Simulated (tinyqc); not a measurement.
# ESD clamp with bipolar snapback, compact model and design window: effect of the exponent of the multiplication

The drain junction multiplies the current that enters it: Igen = (M - 1)(Ic + I0), M = 1/(1 - (Vj/BV)^n). The generated holes leave through the substrate resistance and the base of the parasitic npn: Igen = Vb/Rb + Ic/be, Ic = Is exp(Vb/Vt). Terminal current I = Ic + I0 + Igen and voltage V = Vj + I Ro, per width. Isothermal, constant gain.

For given Vb: Ic, Igen, M = 1 + Igen/(Ic + I0), Vj = BV (1 - 1/M)^(1/n), I and V. Vt1 is the maximum of V along the curve, Vh the following minimum, Vt2 the voltage at I = It2. It1 and Ih are the currents at Vt1 and Vh.

Parameters, values chosen for the exercise; values close to those of grounded-gate n-channel clamps:
```
symbol    value    unit                               meaning
T           300       K                           temperature
BV          6.2       V            junction breakdown voltage
be          8.2             current gain of the parasitic npn
Is      8.3e-18    A/um                    saturation current
I0      4.4e-11    A/um                      junction leakage
Rb         7300  ohm um                  substrate resistance
Ro          580  ohm um  drain ballast and contact resistance
It2        11.7   mA/um            failure current for 100 ns
```

Constants: q = 1.602176634e-19 C, kB = 1.380649e-23 J/K, Vt = kB T/q. Results are converted to the units shown.

Results:
```
n	Vt1 (V)	It1 (uA/um)	Vh (V)	Ih (uA/um)	Vt2 (V)	Vt2 - Vt1 (V)
2	6.244	80.25	3.420	1080	8.916	2.672
2.5	6.245	81.11	3.902	1040	9.424	3.179
3	6.245	81.82	4.267	992.7	9.828	3.582
3.5	6.246	82.43	4.550	944.8	10.15	3.908
4.5	6.246	83.43	4.955	856.9	10.64	4.396
5	6.246	83.86	5.104	817.8	10.83	4.584
5.5	6.247	84.25	5.227	782.0	10.99	4.744
6	6.247	84.61	5.332	749.1	11.13	4.882
```

Estimate the missing row, n = 4.

Computed row:
```
n	Vt1 (V)	It1 (uA/um)	Vh (V)	Ih (uA/um)	Vt2 (V)	Vt2 - Vt1 (V)
4	6.246	82.96	4.774	899.3	10.42	4.174
```

With this row back in the table: As n goes from 2 to 6, Vt1 stays near 6.25 V, It1 rises from 80.3 to 84.6 uA/um, Vh rises from 3.42 to 5.33 V and Vt2 rises from 8.92 to 11.1 V. Vt2 exceeds Vt1, the condition for all fingers to turn on, in 9 of the 9 rows.

Numbers from tinyqc (`OMP_NUM_THREADS=1 python tinyqc.py 2670151 2670152 out.jsonl`; about 0.02 s on one thread of a shared Intel Xeon 2.30GHz).
